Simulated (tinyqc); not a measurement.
Inside a calculation: averaged masses of warped heavy- and light-hole bands. Values are carried at full precision from step to step, so a last printed digit may differ when a step is redone from the rounded ones.

Constants: Ry = 13.60569312 eV; a0 (Bohr radius) = 0.5291772105 angstrom; kB = 8.617333262e-05 eV/K; hbar^2/2m0 = 3.80998211 eV angstrom^2.

Values chosen for the exercise (near those of AlAs; the results hold for these values, not for the real material): g1 = 3.73 (Luttinger gamma1); g2 = 0.82 (gamma2); g3 = 1.42 (gamma3); eps = 9.95 (dielectric constant); mso = 0.283 m0 (split-off mass); Dso = 0.286 eV (spin-orbit splitting); T = 400 K (temperature).

## Other forms of the parameters

Dresselhaus-Kip-Kittel form E = c [A k^2 -/+ sqrt(B^2 k^4 + C^2 (kx^2 ky^2 + ky^2 kz^2 + kz^2 kx^2))] with A = g1, B = 2 g2, C^2 = 12 (g3^2 - g2^2). Spherical form: mu = (6 g3 + 4 g2)/(5 g1), delta = (g3 - g2)/g1, masses 1/(g1 (1 -/+ mu)). Effective rydberg R* = Ry/(g1 eps^2) and radius a* = a0 g1 eps.

A, B, |C|: [3.730, 1.640, 4.016]

mu, delta: [0.6327, 0.1609]

spherical masses, heavy and light (m0): [0.7299, 0.1642]

R* = 36.84 meV
a* = 19.6 angstrom

delta/mu = 0.25 measures the warping against the spherical splitting.

## Masses along six directions

Four-band hole energies E = c k^2 f(u), c = hbar^2/2m0, f = g1 -/+ 2 sqrt(g2^2 + 3 (g3^2 - g2^2) s), s = ux^2 uy^2 + uy^2 uz^2 + uz^2 ux^2 for the unit vector u; minus for heavy, plus for light holes; the mass along u is 1/f.

Give s and both masses.

Masses (m0):
```
direction        s   heavy   light
[100]      0.00000  0.4785  0.1862
[110]      0.25000  0.8792  0.1582
[111]      0.33333  1.1236  0.1522
[310]      0.09000  0.5900  0.1735
[311]      0.15702  0.6921  0.1662
[321]      0.25000  0.8792  0.1582
```

The heavy mass grows by a factor of 2.35 from [100] to [111] while the light one shrinks by 18 %; 1/m_heavy + 1/m_light = 2 g1 in every direction.

## Density-of-states masses from three directions

m_d^(3/2) is the angular mean of m(u)^(3/2). The rule mean = (10 F[100] + 16 F[110] + 9 F[111])/35 is exact for cubic harmonics up to sixth order. Total m_d = (m_h^(3/2) + m_l^(3/2))^(2/3).

m^(3/2):
```
direction    heavy    light
[100]      0.33096  0.08036
[110]      0.82439  0.06290
[111]      1.19101  0.05938
```

m_d heavy, light (m0): [0.8457, 0.1649]

total = 0.8936 m0
share of light holes = 7.9 %

## Averages on a grid

Grid: n x n midpoints in cos(theta) from 0 to 1 and phi from 0 to pi/2, equal weights. m_d = <f^(-3/2)>^(2/3). Conductivity mass for one scattering time: 1/m_c = <|w|^2 f^(-5/2)>/<f^(-3/2)> with w = grad_k(k^2 f)/(2 k), that is |w|^2 = f^2 + |angular gradient of f|^2/4.

Use n = 40.

m_d heavy, light (m0): [0.8063, 0.1633]

m_c heavy, light (m0): [0.6568, 0.1613]

The three-direction rule differs from the grid by +4.88 % for heavy holes. Warping makes m_c of the heavy holes 19 % smaller than m_d; on a sphere the two are equal.

## Effective density of states

Nv = 2 (kT/(4 pi c))^(3/2) [m_h^(3/2) + m_l^(3/2) + mso^(3/2) exp(-Dso/kT)], c = hbar^2/2m0, parabolic bands, m_h and m_l the density-of-states masses from the grid; 1 angstrom^-3 = 1e24 cm^-3.

prefactor = 3.8635e+19 cm^-3

the three terms: [0.72399, 0.06600, 0.00004]

Nv = 3.052e+19 cm^-3

shares (%): [91.6, 8.4, 0.0]

kT/Dso = 0.12, small enough for the four-band form.

## Checks

- m_d and m_c of heavy holes for g2 = g3 against 1/(g1 - 2 g3): they agree to 1e-10 or better.
- m_d of heavy holes on grids of 40 and 160: 0.8063 against 0.8062.

Program tinyqc; command `OMP_NUM_THREADS=1 python tinyqc.py 1051490 1051491 out.jsonl`; about 0.02 s on one thread of a shared Intel(R) Xeon(R) Processor @ 2.30GHz.
